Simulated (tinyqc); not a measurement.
Inside a calculation. Method: lattice vibrations of a chain. One step of it, computed by the program tinyqc.

Task: Frequencies. omega^2 are the eigenvalues; wavenumber = 521.4708 sqrt(eigenvalue) 1/cm.

D(q) (eV/(angstrom^2 u)):
```
[[1.422535, -0.866789, 0.000000, -0.068001+0.356476i],
 [-0.866789, 0.976190, -0.145008, 0.000000],
 [0.000000, -0.145008, 0.385039, -0.447954],
 [-0.068001-0.356476i, 0.000000, -0.447954, 1.000000]]
```

Give: eigenvalues; wavenumbers; weights |e|^2 of the mass-weighted modes.

Result:

eigenvalues: [0.035, 0.367, 1.202, 2.180]

wavenumbers (1/cm): [96.9, 315.8, 571.8, 770.0]

weights |e|^2 of the mass-weighted modes, order atom 1, atom 2, atom 3, atom 4:
```
[[0.131, 0.255, 0.013, 0.600],
 [0.174, 0.401, 0.105, 0.320],
 [0.495, 0.295, 0.201, 0.008],
 [0.199, 0.048, 0.681, 0.072]]
```
